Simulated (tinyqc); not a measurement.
Comparisons within one model: optical gain and spontaneous emission in a bulk direct-gap semiconductor. A value that a table varies takes the place of the one given here.

Parabolic bands, vertical transitions, no excitons. For each hole band j: mr = me mj/(me + mj); joint density of states J_j(E) = (mr/c)^(3/2) sqrt(E - Eg)/(2 pi^2), both spins, c = hbar^2/2m0; averaged matrix element |e.p|^2 = m0 Ep/6; alpha_j(E) = 4 pi^2 alpha_f c Ep J_j/(3 nr E) in 1/angstrom (alpha_f the fine-structure constant, listed as alpha among the constants), times 1e8 for 1/cm.

F_j(eta) = (1/Gamma(j + 1)) integral_0^infinity x^j dx/(1 + exp(x - eta)), which tends to exp(eta) for eta << 0.

Quasi-Fermi levels: n = Nc F_1/2(Fc/kT) and p = Nv F_1/2(Fv/kT), Fc counted up from the conduction edge and Fv down from the valence edge; Nc, Nv from N = 2 (m kB T/(4 pi c))^(3/2) with c = hbar^2/2m0, in 1/angstrom^3; times 1e24 for 1/cm^3, with me and (mhh^(3/2) + mlh^(3/2))^(2/3).

For band j the electron sits at Ee = (E - Eg) mr/me above its edge and the hole at Eh = (E - Eg) mr/mj; fe = 1/(1 + exp((Ee - Fc)/kT)), fh = 1/(1 + exp((Eh - Fv)/kT)); gain g = sum_j alpha_j (fe + fh - 1).

Spontaneous rate: R = integral of (nr E/(hbar c))^2/(pi^2 hbar) sum_j alpha_j fe fh dE, with alpha in 1/cm and (nr E/(hbar c))^2 in 1/cm^2 (1e16 per 1/angstrom^2); B = R/(n p); lifetime n/R.

Constants: hbar^2/2m0 = 3.80998211 eV angstrom^2; fine-structure constant alpha = 0.007297352564; kB = 8.617333262e-05 eV/K; hbar = 6.58211957e-16 eV s; hbar c = 1973.269805 eV angstrom.

Parameters, chosen for this exercise (near those of GaAs; shifted at random, so the results belong to these values and not to a real crystal):
- Eg = 1.427 eV (direct gap)
- me = 0.0647 m0 (electron mass)
- mhh = 0.517 m0 (heavy-hole mass)
- mlh = 0.0858 m0 (light-hole mass)
- Ep = 25.4 eV (Kane energy)
- nr = 3.59 (refractive index)
- T = 300 K
- n = 6.9e+17 1/cm^3 (injected density, n = p)

## Peak gain against injection

The peak is the largest g over E; a dash marks no gain.

Gain:

| n (1/cm^3) | Fc (eV) | Fv (eV) | peak gain (1/cm) | peak E - Eg (eV) | B (cm^3/s) |
|---|---|---|---|---|---|
| 6.0e+17 | 0.0227 | -0.0721 | - | - | 2.20e-10 |
| 9.7e+17 | 0.0429 | -0.0593 | - | - | 2.06e-10 |
| 1.4e+18 | 0.0612 | -0.0494 | 48 | 0.0041 | 1.93e-10 |
| 1.7e+18 | 0.0723 | -0.0441 | 170 | 0.0102 | 1.85e-10 |
| 2.2e+18 | 0.0888 | -0.0370 | 404 | 0.0199 | 1.73e-10 |
| 2.8e+18 | 0.1066 | -0.0302 | 684 | 0.0307 | 1.62e-10 |
| 3.6e+18 | 0.1279 | -0.0230 | 1032 | 0.0436 | 1.49e-10 |
| 4.8e+18 | 0.1568 | -0.0145 | 1494 | 0.0602 | 1.33e-10 |

transparency density (Fc + Fv = 0) = 1.21e+18 1/cm^3

Gain starts at 1.21e+18 1/cm^3, where Fc = -Fv = 0.0534 eV: with Nv/Nc = 24 the electrons must be degenerate before the holes are. The slope of peak gain against n is 4.09e-16 cm^2 between the first two rows with gain and 3.85e-16 between the last two; the peak moves from 0.0041 to 0.0602 eV above the gap as the bands fill, and B falls by a factor 1.65. Line broadening and gap shrinkage are left out.

## Gain spectrum

At the density n.

Spectrum:

| E - Eg (eV) | alpha, empty (1/cm) | fe, heavy | fh, heavy | g (1/cm) |
|---|---|---|---|---|
| 0.005 | 1818 | 0.715 | 0.065 | -395 |
| 0.010 | 2561 | 0.679 | 0.064 | -644 |
| 0.020 | 3597 | 0.599 | 0.061 | -1166 |
| 0.030 | 4376 | 0.515 | 0.059 | -1757 |
| 0.045 | 5304 | 0.388 | 0.055 | -2749 |
| 0.060 | 6063 | 0.274 | 0.052 | -3793 |
| 0.080 | 6908 | 0.160 | 0.048 | -5125 |
| 0.100 | 7623 | 0.087 | 0.044 | -6287 |
| 0.130 | 8524 | 0.033 | 0.039 | -7676 |
| 0.170 | 9503 | 0.009 | 0.033 | -9017 |
| 0.220 | 10482 | 0.002 | 0.027 | -10199 |

Fc + Fv = -0.0402 eV

No listed energy has gain; the carriers only bleach the edge. At 0.220 eV above the gap g is -0.97 times the absorption of the empty crystal, whose limit is -1.

## Transparency density and B against temperature

Eg is held fixed; B is taken at n = 1e15 1/cm^3.

Results:

| T (K) | transparency density (1/cm^3) | Fc/kT there | B (cm^3/s) |
|---|---|---|---|
| 100 | 2.32e+17 | 2.067 | 1.26e-09 |
| 150 | 4.27e+17 | 2.067 | 6.87e-10 |
| 200 | 6.57e+17 | 2.067 | 4.48e-10 |
| 250 | 9.18e+17 | 2.067 | 3.22e-10 |
| 300 | 1.21e+18 | 2.067 | 2.46e-10 |
| 350 | 1.52e+18 | 2.067 | 1.96e-10 |
| 400 | 1.86e+18 | 2.067 | 1.61e-10 |
| 500 | 2.60e+18 | 2.067 | 1.16e-10 |

Fc/kT at transparency stays at 2.067, since it depends on Nv/Nc alone, so the density goes as T^1.50. B goes as T^-1.48, against T^-1.5 for non-degenerate carriers: hot carriers spread over k and fewer pairs share a wave vector.

## What moves transparency and gain

Transparency is Fc + Fv = 0; the peak is the largest g over E at the density n (0 if none). Each row changes one parameter from the base and keeps the others.

Results:

| case | transparency density (1/cm^3) | Fc + Fv (eV) | peak gain (1/cm) |
|---|---|---|---|
| base | 1.21e+18 | -0.0402 | 0 |
| me = 0.0744 m0 | 1.38e+18 | -0.0484 | 0 |
| mhh = 0.31 m0 | 9.38e+17 | -0.0215 | 0 |
| Ep = 27.9 eV | 1.21e+18 | -0.0402 | 0 |
| T = 340 K | 1.46e+18 | -0.0595 | 0 |
| n = 8.97e+17 1/cm^3 | 1.21e+18 | -0.0221 | 0 |
| nr = 3.77 | 1.21e+18 | -0.0402 | 0 |

The largest shifts from the base row, up to three for each result and ties (the steps differ in size, so this ranks the rows, not the parameters). transparency density (1/cm^3): mhh -2.69e+17, T +2.49e+17, me +1.76e+17; unchanged at the printed digits by Ep, n and nr. Fc + Fv (eV): T -0.0193, mhh +0.0186, n +0.0181; unchanged at the printed digits by Ep and nr. peak gain (1/cm): unchanged at the printed digits by me, mhh, Ep, T, n and nr.

tinyqc: `OMP_NUM_THREADS=1 python tinyqc.py 1682131 1682132 out.jsonl`; about 0.08 s, one thread, shared Intel(R) Xeon(R) Processor @ 2.30GHz.
